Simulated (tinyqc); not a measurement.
Worked calculation (part 2 of 2): CIS on RHF in the sto-3g basis, for BeH2, spin multiplicity 1. Computed by tinyqc, a small Python program that keeps every step (integrals from PySCF). Command: `OMP_NUM_THREADS=1 python tinyqc.py 26125 26126 out.jsonl` (the two numbers bound the seeds that draw the settings). One thread of a shared host (Intel(R) Xeon(R) Processor @ 2.60GHz), about 0.1 s of CPU time with the checks.

Geometry (angstrom):
```
atom         x          y         z
Be    0.000000   0.000000  0.000000
H     0.000000   1.490000  0.000000
H     0.000000  -1.467000  0.000000
```

## CIS triplet states

CIS matrix A, triplet (hartree), lower triangle:
```
          1>4       1>5        1>6        1>7        2>4        2>5        2>6        2>7
1>4  4.172344
1>5  0.000000  4.172344
1>6  0.000000  0.000000   4.454852
1>7  0.000000  0.000000  -0.000680   4.751807
2>4  0.007481  0.000000   0.000000   0.000000   0.287139
2>5  0.000000  0.007481   0.000000   0.000000   0.000000   0.287139
2>6  0.000000  0.000000   0.006733   0.000636   0.000000   0.000000   0.443058
2>7  0.000000  0.000000   0.000636   0.008010   0.000000   0.000000   0.016069   0.803100
3>4  0.000386  0.000000   0.000000   0.000000  -0.000014   0.000000   0.000000   0.000000
3>5  0.000000  0.000386   0.000000   0.000000   0.000000  -0.000014   0.000000   0.000000
3>6  0.000000  0.000000   0.000046  -0.010235   0.000000   0.000000  -0.003533  -0.139976
3>7  0.000000  0.000000  -0.010235   0.000723   0.000000   0.000000  -0.139976   0.006171

          3>4       3>5        3>6       3>7
3>4  0.262750
3>5  0.000000  0.262750
3>6  0.000000  0.000000   0.390529
3>7  0.000000  0.000000  -0.016065  0.746666
```

Diagonalise A (1 hartree = 27.211386 eV); each vector has its largest component positive (the first on a tie).

triplet excitation energies (eV): 7.149790  7.149790  7.813048  7.813048  9.436887  10.555416  21.805890  23.053889  113.535648  113.535648  121.223761  129.304431

lowest vectors:
```
       state 1    state 2    state 3    state 4    state 5    state 6
1>4  -0.000001  -0.000100   0.000001  -0.001925   0.000000   0.000000
1>5  -0.000100   0.000001  -0.001925  -0.000001   0.000000   0.000000
1>6   0.000000   0.000000   0.000000   0.000000  -0.000027  -0.000619
1>7   0.000000   0.000000   0.000000   0.000000   0.001668  -0.000246
2>4   0.000006   0.000585  -0.000316   0.999998   0.000000   0.000000
2>5   0.000585  -0.000006   0.999998   0.000316   0.000000   0.000000
2>6   0.000000   0.000000   0.000000   0.000000   0.073137   0.927768
2>7   0.000000   0.000000   0.000000   0.000000   0.288852  -0.066071
3>4   0.010263   0.999947   0.000000  -0.000585   0.000000   0.000000
3>5   0.999947  -0.010263  -0.000585   0.000000   0.000000   0.000000
3>6   0.000000   0.000000   0.000000   0.000000   0.952724  -0.073628
3>7   0.000000   0.000000   0.000000   0.000000   0.059417   0.359805
```

Within a degenerate level the vectors are fixed only up to a rotation; this is one choice.
